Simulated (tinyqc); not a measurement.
## Two-junction solar cell, detailed-balance limit: effect of the temperature of the black-body sun

The top cell takes all photons above E1, the bottom cell those between E2 and E1. Each cell follows J = Jsc - J0 (exp(V/Vt) - 1) with J0 = q ge Phi(gap, T)/ERE; light emitted by one cell and absorbed by the other is left out. In series both carry one current; wired apart (four terminals) each works at its own maximum power point. Efficiencies are counted against Pin = fs X sigma Ts^4.

Photon flux above E from a black body at temperature T into a hemisphere: Phi(E, T) = A sum_k exp(-k E/th)[E^2 th/k + 2 E th^2/k^2 + 2 th^3/k^3], k = 1, 2, ..., with th = kB T/q in eV and A = 2 pi q^3/(h^3 c^2). J1 = q fs X Phi(E1, Ts), J2 = q fs X [Phi(E2, Ts) - Phi(E1, Ts)], J01 and J02 as above; sigma = 2 pi^5 kB^4/(15 h^3 c^2). In series V(J) = Vt [ln((J1 - J)/J01 + 1) + ln((J2 - J)/J02 + 1)], and J V(J) is largest where V = J Vt [1/(J1 - J + J01) + 1/(J2 - J + J02)]. Apart, each cell has (1 + v) exp(v) = 1 + Jsc/J0 at its maximum power point, v = Vmp/Vt.

Inputs (values chosen for the exercise): cell temperature T = 298 K; share of the hemisphere filled by the sun fs = 2.16e-5; concentration X = 500; external radiative efficiency ERE = 1; number of faces that emit ge = 1; gap of the bottom cell E2 = 1.09 eV; gap of the top cell E1 = 1.58 eV.

Constants: q = 1.602176634e-19 C, kB = 1.380649e-23 J/K, h = 6.62607015e-34 J s, c = 299792458 m/s, Vt = kB T/q. Results are converted to the units shown.

Result of one run:

| J1 (mA/cm^2) | J2 (mA/cm^2) | series efficiency (%) | four-terminal efficiency (%) |
|---|---|---|---|
| 1.977e4 | 1.216e4 | 35.35 | 47.07 |

Which temperature of the black-body sun Ts gave this result: 4000, 5000, 6000 or 7000 K?

Ts = 6000 K.

The whole series:

| Ts (K) | J1 (mA/cm^2) | J2 (mA/cm^2) | series efficiency (%) | four-terminal efficiency (%) |
|---|---|---|---|---|
| 4000 | 2312 | 3209 | 32.60 | 36.39 |
| 4500 | 4566 | 4955 | 40.17 | 40.74 |
| 5000 | 8043 | 7057 | 41.35 | 43.81 |
| 5500 | 1.302e4 | 9472 | 38.56 | 45.85 |
| 6000 | 1.977e4 | 1.216e4 | 35.35 | 47.07 |
| 6500 | 2.854e4 | 1.509e4 | 32.12 | 47.68 |
| 7000 | 3.960e4 | 1.822e4 | 29.04 | 47.83 |
| 7500 | 5.316e4 | 2.153e4 | 26.20 | 47.63 |

As Ts goes from 4000 to 7500 K, the series efficiency goes from 32.6 through a maximum of 41.3 (at Ts = 5000 K among the rows listed) to 26.2 %, and the four-terminal one goes from 36.4 through a maximum of 47.8 (at Ts = 7000 K among the rows listed) to 47.6 %. Among the rows the two lie closest, 0.57 points apart, at Ts = 4500 K, where J1/J2 = 0.921; the spread over the rows is 15.1 points in series and 11.4 apart. In every row the open-circuit voltage of the bottom cell lies within 6 Vt of its gap, where the Boltzmann form begins to fail. For Ts = 5500 to 7500 K the top cell has surplus current and is radiative, so luminescent coupling, left out here, would help the series cell.

tinyqc, about 0.01 s, one thread, Intel Xeon 2.30GHz (shared host): `OMP_NUM_THREADS=1 python tinyqc.py 2820031 2820032 out.jsonl`
